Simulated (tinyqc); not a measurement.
# Implanted layer, carriers, mobility and sheet resistance, step by step

Numbers from tinyqc (`OMP_NUM_THREADS=1 python tinyqc.py 2110043 2110044 out.jsonl`; about 0.01 s on one thread of a shared Intel Xeon 2.30GHz). Printed values are rounded.

An n-type layer from the surface x = 0 to the junction xj, N(x) = N0 exp(-(x - Rp)^2/(2 sg^2)). Local neutrality (no depletion at surface or junction, no spilling of carriers), intrinsic carriers neglected, full ionisation of active dopants.

Parameters, values chosen for the exercise; values close to those of arsenic in silicon over a p-type background: temperature T = 350 K; background doping of the opposite type Nb = 6.9e16 cm^-3; peak chemical concentration N0 = 1.4e20 cm^-3; mobility limit at high doping m1 = 54 cm^2/(V s); mobility limit at low doping, at 300 K m2 = 1420 cm^2/(V s); reference doping of the mobility law Nr = 9.33e16 cm^-3; exponent of the mobility law am = 0.668; temperature exponent of m2 bt = 2.4; solubility limit of active dopant Ns = 2.04e20 cm^-3; straggle after annealing sg = 21 nm; projected range Rp = 28 nm.

Constants: q = 1.602176634e-19 C. Results are converted to the units shown.

## Junction depth and local values

xj = Rp + sg sqrt(2 ln(N0/Nb)); 10 equal steps from 0 to xj. Active dopant A = min(N, Ns); n = A - Nb; mobility mu = m1 + (m2 (T/300 K)^(-bt) - m1)/(1 + ((A + Nb)/Nr)^am).

xj = 109.9554 nm

```
point    x (nm)    N (cm^-3)    A (cm^-3)  n (1e20 cm^-3)  mu (cm^2/(V s))
0        0.0000  5.755572e19  5.755572e19        0.574867         66.50032
1       10.9955  1.008673e20  1.008673e20        1.007983         62.63251
2       21.9911  1.343844e20  1.343844e20        1.343154         61.13938
3       32.9866  1.361081e20  1.361081e20        1.360391         61.07935
4       43.9822  1.047986e20  1.047986e20        1.047296         62.41695
5       54.9777  6.134273e19  6.134273e19        0.612737         65.98670
6       65.9732  2.729653e19  2.729653e19        0.272275         74.37966
7       76.9688  9.233963e18  9.233963e18        0.091650         94.94888
8       87.9643  2.374681e18  2.374681e18        0.023057         148.0237
9       98.9599  4.642576e17  4.642576e17        0.003953         274.4679
10     109.9554       6.9e16       6.9e16        0.000000         457.1934
```

The mobility runs from 61.1 to 457 cm^2/(V s).

## Sheet quantities by the trapezoid rule

Dose = integral of N, carrier sheet density = integral of n, 1/Rs = q integral of n mu, mean mobility 1/(q Rs sheet density), Hall mobility (unit Hall factor) = integral of n mu^2 over integral of n mu, Hall sheet density = (integral of n mu)^2/integral of n mu^2; all from 0 to xj.

dose = 6.6598e14 cm^-2
carrier sheet density = 6.6522e14 cm^-2
Rs = 146.79 ohm/square
mean mobility = 63.920 cm^2/(V s)
Hall mobility = 65.177 cm^2/(V s)
Hall sheet density = 6.5239e14 cm^-2

Carriers make up 99.9 % of the dose. A Hall measurement weights the mobile tail, so its sheet density is 1.9 % below the true one. With 4000 steps Rs = 146.0 ohm/square; the coarse value is 0.52 % above it.
